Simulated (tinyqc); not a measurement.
Worked calculation: lattice vibrations of a chain. One step of it, computed by the program tinyqc.

Problem. Dynamical matrix at q = 0.04. q is in units of 2 pi/a. A spring k from atom i to atom j, n cells on, adds k to Phi_ii and Phi_jj, -k exp(2 pi i q n) to Phi_ij and the conjugate to Phi_ji (for one atom a cell: 2k (1 - cos 2 pi q n)); D_ij = Phi_ij / sqrt(m_i m_j).

A chain moving along its axis:
```
atom                 mass (u)  spring to the next atom (eV/angstrom^2)
1                   62.700000                                 9.600000
2                   81.100000                                 3.600000
3                  105.500000                                11.900000
second neighbours           -                                 0.700000
```

Give: D(q).

Solution.

D(q) (eV/(angstrom^2 u)), lower triangle (Hermitian):
```
               1              2      3
1          0.365
2  -0.144-0.002i          0.180
3  -0.150-0.036i  -0.046-0.002i  0.160
```
